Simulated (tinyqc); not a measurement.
Switching kinetics of a ferroelectric film and the memory window of a ferroelectric gate stack: one step, computed by the program tinyqc. Command: `OMP_NUM_THREADS=1 python tinyqc.py 3027118 3027119 out.jsonl feswitch walk`. One thread of a shared host (Intel(R) Xeon(R) Processor @ 2.30GHz), about 0.03 s of CPU time with the checks.

Fields in MV/cm; 1 microcoulomb/cm^2 over eps_0 is 11.29409 MV/cm. In the stack (metal, ferroelectric, interlayer, channel) the channel is taken as a conductor.

Problem. Switched share after the pulse. Merz's law: t1 = t_inf exp[(E_a/E)^alpha] at the mean of the fields before and after switching. NLS: switched share = integral of [1 - exp(-(t/tau)^n)] F(z) dz over z = log10 tau, with the Lorentzian F = (1/pi) w/[(z - log10 t1)^2 + w^2].

Inputs (values chosen for the exercise, for a model film):

| quantity | value | unit |
|---|---|---|
| time constant t_inf | 7.2e-10 | s |
| activation field E_a | 3.4 | MV/cm |
| Merz exponent alpha | 2 | - |
| dimension n | 2 | - |
| half width w of log10 t | 0.32 | - |
| pulse length t_p | 3.4e-06 | s |
| breakdown field of the interlayer | 14 | MV/cm |

Kinetics: nucleation-limited (NLS).

E_F before switching = 2.090578 MV/cm

E_F after switching = 1.119416 MV/cm

Give: mean field; switching time t1; switched share.

Solution.

mean field = 1.605 MV/cm

switching time t1 = 6.401e-08 s

switched share = 0.9444

t_p is 53 t1. A field higher by 10 % would shorten t1 by a factor 2.2. The step approximation 1/2 + arctan[log10(t_p/t1)/w]/pi gives 0.942. Caution: the interlayer field exceeds its breakdown field, so charge injection would change the fields. Caution: the field changes much during switching, so one mean field is a crude stand-in.
